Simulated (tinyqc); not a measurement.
# Read current of a NAND string, cells in series solved by shooting: effects of single changes

Cells in series, numbered from 0 at the source line (0 V) to the bit line, each followed by a gap resistance Rg. A cell with gate Vg, threshold VT, source Vs and drain Vd passes I = 2 nf K Vt^2 [F(Vs) - F(Vd)]/(1 + th max(Vg - VT, 0)), F(V) = ln^2(1 + exp((Vg - VT - nf V)/(2 nf Vt))). The selected cell has Vg = Vr, the others Vg = Vp.

Inputs (values chosen for the exercise); values of the order met in vertical NAND strings:
```
symbol  value    unit                                 meaning
T         300       K                             temperature
K         4.2  uA/V^2                   gain factor of a cell
nf        1.5                                    slope factor
th       0.11     1/V               mobility reduction factor
Rg        1.9    kohm     resistance of the gap between cells
Vbl       0.4       V                        bit-line voltage
Vp        5.9       V                            pass voltage
Ve       -1.3       V             threshold of an erased cell
Vh        4.5       V          threshold of the highest state
Vx        1.4       V          threshold of the selected cell
Is         10      nA                         sensing current
Vr       3.08       V  read voltage on the selected word line
```

Constants: q = 1.602176634e-19 C, kB = 1.380649e-23 J/K, Vt = kB T/q. Results are converted to the units shown.

Each table varies one quantity; the others keep the values above.

## Read current against the number of cells

For a trial current I start at 0 V and, cell by cell, solve for the drain: sqrt(F(Vd)) = sqrt(F(Vs) - I/k), k = 2 nf K Vt^2/(1 + th max(Vg - VT, 0)), Vd = [Vg - VT - 2 nf Vt ln(exp(sqrt F) - 1)]/nf, then add I Rg. The string current is the I for which the last node reaches Vbl. The apparent threshold is the Vr at which I = Is. Background: all other cells erased (VT = Ve) or all in the highest state (VT = Vh); ratio and shift are high over erased and high minus erased. The selected cell is in the middle, cell n/2.

Result of one run:

| n | I, others erased (uA) | I, others high (uA) | ratio | apparent VT, erased (V) | apparent VT, high (V) | background shift (mV) |
|---|---|---|---|---|---|---|
| 64 | 0.09475 | 0.02490 | 0.2628 | 1.483 | 1.552 | 69.64 |

What becomes of these results when the number of cells n is changed from 64 to 16, all else the same?

Result of the changed run:

| n | I, others erased (uA) | I, others high (uA) | ratio | apparent VT, erased (V) | apparent VT, high (V) | background shift (mV) |
|---|---|---|---|---|---|---|
| 16 | 0.3438 | 0.1004 | 0.2921 | 1.460 | 1.477 | 16.76 |

The whole series:

| n | I, others erased (uA) | I, others high (uA) | ratio | apparent VT, erased (V) | apparent VT, high (V) | background shift (mV) |
|---|---|---|---|---|---|---|
| 8 | 0.6106 | 0.2032 | 0.3329 | 1.457 | 1.465 | 8.327 |
| 16 | 0.3438 | 0.1004 | 0.2921 | 1.460 | 1.477 | 16.76 |
| 32 | 0.1833 | 0.04993 | 0.2724 | 1.468 | 1.502 | 33.93 |
| 64 | 0.09475 | 0.02490 | 0.2628 | 1.483 | 1.552 | 69.64 |
| 96 | 0.06389 | 0.01658 | 0.2596 | 1.498 | 1.605 | 107.8 |
| 128 | 0.04819 | 0.01243 | 0.2580 | 1.512 | 1.668 | 155.5 |

With erased neighbours the current falls from 0.611 to 0.0482 uA, as n^(-0.83) between the first two rows and n^(-0.98) between the last two (-1 once the series resistance rules). The ratio falls from 0.333 to 0.258 and the background shift rises from 8.33 to 155 mV.

## Effect of the bit-line voltage

Same model as above.

The string has 32 cells and the selected one is cell 16.

Effect of the bit-line voltage:

| Vbl (V) | I, others erased (uA) | I, others high (uA) | ratio | apparent VT, erased (V) | apparent VT, high (V) | background shift (mV) |
|---|---|---|---|---|---|---|
| 0.1 | 0.04778 | 0.01500 | 0.3140 | 1.475 | 1.544 | 69.33 |
| 0.2 | 0.09427 | 0.02833 | 0.3005 | 1.468 | 1.503 | 34.93 |
| 0.3 | 0.1395 | 0.03998 | 0.2867 | 1.468 | 1.502 | 33.96 |
| 0.4 | 0.1833 | 0.04993 | 0.2724 | 1.468 | 1.502 | 33.93 |
| 0.5 | 0.2257 | 0.05820 | 0.2578 | 1.468 | 1.502 | 33.93 |
| 0.6 | 0.2667 | 0.06476 | 0.2428 | 1.468 | 1.502 | 33.93 |
| 0.7 | 0.3063 | 0.06960 | 0.2273 | 1.468 | 1.502 | 33.93 |
| 0.8 | 0.3442 | 0.07269 | 0.2112 | 1.468 | 1.502 | 33.93 |

What does the table show?

As Vbl goes from 0.1 to 0.8 V, the current with erased neighbours rises from 0.0478 to 0.344 uA, that with high neighbours rises from 0.0150 to 0.0727 uA and the ratio falls from 0.314 to 0.211. The background shift falls from 69.3 to 33.9 mV.

Numbers from tinyqc (`OMP_NUM_THREADS=1 python tinyqc.py 2142131 2142132 out.jsonl`; about 0.4 s on one thread of a shared Intel Xeon 2.30GHz).
